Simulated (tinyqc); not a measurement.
# Length offset and series resistance from crossing lines

Question. R_total = Rs + k (L - dL)/Vo with constant Rs, dL and k. Find k, dL and Rs.

R_total at (L, Vo) = (90, 0.42), (180, 0.42), (90, 0.75) and (180, 0.75), L in nm and Vo in V (ohm um): 616.42857  937.85714  508  688

Answer. At each overdrive R is a straight line in L with slope k/Vo; the two lines cross at L = dL, R = Rs.

k = 1.500 ohm um V/nm
dL = 21.00 nm
Rs = 370.0 ohm um

Numbers from tinyqc (`OMP_NUM_THREADS=1 python tinyqc.py 2282222 2282223 out.jsonl`; about 0.03 s on one thread of a shared Intel Xeon 2.30GHz).
